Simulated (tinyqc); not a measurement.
Thin-body transistor below threshold, two-dimensional Poisson equation on a small mesh: one step of the calculation.

A thin body on a thick buried insulator of low permittivity, taken as carrying no normal field at the bottom of the body (row 0). Mobile charge is neglected (subthreshold), the body is fully depleted, and potentials are counted from the intrinsic level; rows run upward to the gate, columns from source to drain.

Question. Over-relaxation sweep (omega = 1.97). Free nodes: rows 0..2, columns 1..3, taken row by row from row 0, left to right. t = (up psi(above) + dn psi(below) + lat [psi(left) + psi(right)] + s)/(up + dn + 2 lat), with the newest neighbours; psi(new) = psi + 1.97 (t - psi).

psi after iteration 1 (V):
```
               j=0          j=1          j=2          j=3          j=4
row 0   0.56000000   0.63217215   0.70661506   0.78150531   0.86000000
row 1   0.56000000   0.62994380   0.70350874   0.77813956   0.86000000
row 2   0.56000000  -0.04404525  -0.22971446  -0.29443888   0.86000000
row 3  -0.15000000  -0.15000000  -0.15000000  -0.15000000  -0.15000000
```

```
row         up     dn        lat         s (V)
0        19.06      0  2.3825000  -0.034199792
1        19.06  19.06      4.765  -0.068399585
2    30.697674  19.06  10.265833  -0.034199792
```

Give: psi after iteration 2.

Answer.

psi after iteration 2 (V):
```
           j=0      j=1      j=2      j=3      j=4
row 0   0.5600   0.6263   0.6978   0.7724   0.8600
row 1   0.5600   0.0938  -0.1446  -0.2401   0.8600
row 2   0.5600   0.0579  -0.0525   0.2597   0.8600
row 3  -0.1500  -0.1500  -0.1500  -0.1500  -0.1500
```

Program tinyqc, `OMP_NUM_THREADS=1 python tinyqc.py 2480113 2480114 out.jsonl`; Intel Xeon 2.30GHz, shared host, one thread, about 0.2 s.
